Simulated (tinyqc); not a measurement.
Vibrations of a mass or spring defect in a linear chain: one step, computed by the program tinyqc. Command: `OMP_NUM_THREADS=1 python tinyqc.py 3030510 3030511 out.jsonl localmode walk`. One thread of a shared host (Intel(R) Xeon(R) Processor @ 2.30GHz), about 0.01 s of CPU time with the checks.

A ring of N atoms with nearest-neighbour springs k and motion along the chain. Atom 1 is the defect, of mass M', and its two springs are k'. All other atoms have the mass M.

Task: Dynamical matrix of the ring. D_ii = (sum of the two springs at i)/M_i, D_ij = -k_ij/sqrt(M_i M_j) for neighbours, closed into a ring.

Inputs (values chosen for the exercise, for a model chain):

| quantity | value | unit |
|---|---|---|
| spring constant k | 6.56 | eV/angstrom^2 |
| host mass M | 46.2 | u |
| defect mass M' | 166 | u |
| spring ratio k'/k at the defect | 1 | - |
| atoms in the ring N | 6 | - |

Host: monatomic.

Give: D.

Result:

D (eV/(angstrom^2 u)):
```
          1         2         3         4         5         6
1   0.07904  -0.07491   0.00000   0.00000   0.00000  -0.07491
2  -0.07491   0.28398  -0.14199   0.00000   0.00000   0.00000
3   0.00000  -0.14199   0.28398  -0.14199   0.00000   0.00000
4   0.00000   0.00000  -0.14199   0.28398  -0.14199   0.00000
5   0.00000   0.00000   0.00000  -0.14199   0.28398  -0.14199
6  -0.07491   0.00000   0.00000   0.00000  -0.14199   0.28398
```
